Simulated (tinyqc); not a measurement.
# From a back to T over T_c

Model: two-sublattice mean-field magnet: ferrimagnet, compensation points and susceptibility. Computed by tinyqc, a small Python program. Command: `OMP_NUM_THREADS=1 python tinyqc.py 3011140 3011141 out.jsonl ferri inv`. One thread of a shared host (Intel(R) Xeon(R) Processor @ 2.30GHz), about 0.03 s of CPU time with the checks.

A random alloy A(1-x)B(x) with H = -sum over pairs J S_i.S_j. a = <S_A> and b = <S_B> are taken along z, a > 0. Exchange fields: h_A = (1 - x) zJ_AA a + x zJ_AB b, h_B = (1 - x) zJ_AB a + x zJ_BB b; a = S_A B_(S_A)(S_A h_A/(k_B T)) and likewise for b, with the Brillouin function B_S(y) = [(2S + 1)/(2S)] coth[(2S + 1) y/(2S)] - [1/(2S)] coth[y/(2S)].

Inputs (values chosen for the exercise, for a model ferrimagnet):
```
quantity                 value  unit
spin S_A                     1     -
spin S_B                   3.5     -
fraction x of B sites     0.21     -
z J_AA                    39.5   meV
z J_BB                     6.1   meV
z J_AB                     -19   meV
largest number of steps   3000     -
```

Constants: k_B = 8.617333262e-05 eV/K.

Method. Linearised, T (a, b) = M (a, b) with M_ij = S_i (S_i + 1) c_j zJ_ij/(3 k_B), c_A = 1 - x, c_B = x. T_c is the larger eigenvalue, and its eigenvector gives b/a at onset, (T_c - M_AA)/M_AB. Repeat from a = S_A, b = -S_B until a and b change by less than 1e-10.

Task: A run gave the result below. Find the T over T_c, known to lie between 0.51 and 0.86.

a = 0.6378088

Result:

Each step takes the trial c = (a f_b - b f_a)/(f_b - f_a), f being the result less the target and a, b, c the logarithms of the listed values; c replaces end b, the old b replaces a if the sign of f changed, and otherwise f_a is halved.

Scan of the range:
```
T over T_c         a
0.510       0.929107
0.556       0.903396
0.607       0.869055
0.662       0.824357
0.723       0.763964
0.788       0.684061
0.860       0.569299
```

False position (Illinois rule, in the logarithm of the input) inside the bracket:
```
step     end a     end b     trial         a
1     0.788000  0.860000  0.816263  0.642966
2     0.860000  0.816263  0.819251  0.638351
3     0.860000  0.819251  0.819871  0.637386
4     0.819251  0.819871  0.819600  0.637809
5     0.819871  0.819600  0.819600  0.637809
```

a falls at every point of a 13-point scan of the range (every second point is shown), so one value fits; it is bracketed by 0.788 and 0.860. Answer: T over T_c = 0.8196.
